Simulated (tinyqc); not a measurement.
Implanted layer, carriers, mobility and sheet resistance with incomplete ionisation: two steps of the calculation.

An n-type layer from the surface x = 0 to the junction xj, N(x) = N0 exp(-(x - Rp)^2/(2 sg^2)). Local neutrality (no depletion at surface or junction, no spilling of carriers), intrinsic carriers neglected, Boltzmann statistics.

Inputs (values chosen for the exercise); values close to those of arsenic in silicon over a p-type background:
```
symbol    value        unit                                 meaning
T           350           K                             temperature
Nb       2.5e15       cm^-3  background doping of the opposite type
N0       1.1e18       cm^-3             peak chemical concentration
m1         51.1  cm^2/(V s)           mobility limit at high doping
m2         1430  cm^2/(V s)  mobility limit at low doping, at 300 K
Nr      9.65e16       cm^-3    reference doping of the mobility law
am        0.695                        exponent of the mobility law
bt          2.1                          temperature exponent of m2
Ns      1.96e20       cm^-3       solubility limit of active dopant
NB      3.55e19       cm^-3  conduction-band density of states at T
Ei       0.0537          eV   ionisation energy in the dilute limit
gd            2                      degeneracy factor of the level
ks            0       eV cm              lowering of Ei per N^(1/3)
sg           63          nm                straggle after annealing
Rp           51          nm                         projected range
```

Constants: q = 1.602176634e-19 C, kB = 1.380649e-23 J/K, Vt = kB T/q. Results are converted to the units shown.

Question 1. Junction depth and local values. xj = Rp + sg sqrt(2 ln(N0/Nb)); 14 equal steps from 0 to xj. Active dopant A = min(N, Ns); n solves n (n + Nb)/(A - Nb - n) = K, K = (NB/gd) exp(-E/Vt), E = max(Ei - ks A^(1/3), 0), so n = 2 K (A - Nb)/[Nb + K + sqrt((Nb + K)^2 + 4 K (A - Nb))]; mobility mu = m1 + (m2 (T/300 K)^(-bt) - m1)/(1 + ((A + Nb)/Nr)^am).

Give: xj; x; N; A; n; mu.

Answer 1.

xj = 270.8 nm

```
point  x (nm)  N (cm^-3)  A (cm^-3)  n (1e17 cm^-3)  mu (cm^2/(V s))
0         0.0   7.927e17   7.927e17           6.489            235.6
1        19.3   9.695e17   9.695e17           7.688            215.6
2        38.7   1.079e18   1.079e18           8.401            205.6
3        58.0   1.093e18   1.093e18           8.490            204.5
4        77.4   1.008e18   1.008e18           7.939            211.9
5        96.7   8.454e17   8.454e17           6.853            229.0
6       116.1   6.454e17   6.454e17           5.436            257.9
7       135.4   4.484e17   4.484e17           3.937            302.0
8       154.7   2.835e17   2.835e17           2.584            365.5
9       174.1   1.631e17   1.631e17           1.527            451.6
10      193.4   8.539e16   8.539e16           0.806            558.8
11      212.8   4.069e16   4.069e16           0.377            676.7
12      232.1   1.764e16   1.764e16           0.151            786.9
13      251.5   6.962e15   6.962e15           0.045            871.3
14      270.8   2.500e15   2.500e15           0.000            923.1
```

At the point of highest doping 77.8 % of the net active dopant gives free carriers. The mobility runs from 204 to 923 cm^2/(V s).

Question 2. Sheet quantities by the trapezoid rule. Dose = integral of N, carrier sheet density = integral of n, 1/Rs = q integral of n mu, mean mobility 1/(q Rs sheet density), Hall mobility (unit Hall factor) = integral of n mu^2 over integral of n mu, Hall sheet density = (integral of n mu)^2/integral of n mu^2; all from 0 to xj.

```
point     x (nm)     N (cm^-3)  n (1e17 cm^-3)  mu (cm^2/(V s))
0        0.00000  7.9266530e17       6.4889146        235.58171
1       19.34363  9.6953965e17       7.6883200        215.56623
2       38.68727  1.0791911e18       8.4009940        205.64197
3       58.03090  1.0931711e18       8.4903006        204.48301
4       77.37453  1.0077086e18       7.9389126        211.93258
5       96.71817  8.4535441e17       6.8530996        228.99161
6      116.06180  6.4535654e17       5.4362678        257.87690
7      135.40543  4.4835048e17       3.9371242        302.01087
8      154.74907  2.8346053e17       2.5842367        365.54140
9      174.09270  1.6308897e17       1.5267098        451.62289
10     193.43633  8.5391296e16       0.8064993        558.78172
11     212.77997  4.0687374e16       0.3768132        676.73516
12     232.12360  1.7642606e16       0.1505428        786.87831
13     251.46723  6.9618211e15       0.0445148        871.25422
14     270.81087        2.5e15       0.0000000        923.09807
```

Find: dose; carrier sheet density; Rs; mean mobility; Hall mobility; Hall sheet density.

Answer 2.

dose = 1.3702e13 cm^-2
carrier sheet density = 1.1118e13 cm^-2
Rs = 2268.3 ohm/square
mean mobility = 247.49 cm^2/(V s)
Hall mobility = 273.62 cm^2/(V s)
Hall sheet density = 1.0057e13 cm^-2

Carriers make up 81.1 % of the dose. A Hall measurement weights the mobile tail, so its sheet density is 9.6 % below the true one.

Computed by the program tinyqc: `OMP_NUM_THREADS=1 python tinyqc.py 2110048 2110049 out.jsonl`, one thread of a shared Intel Xeon 2.30GHz, about 0.01 s for the whole run.
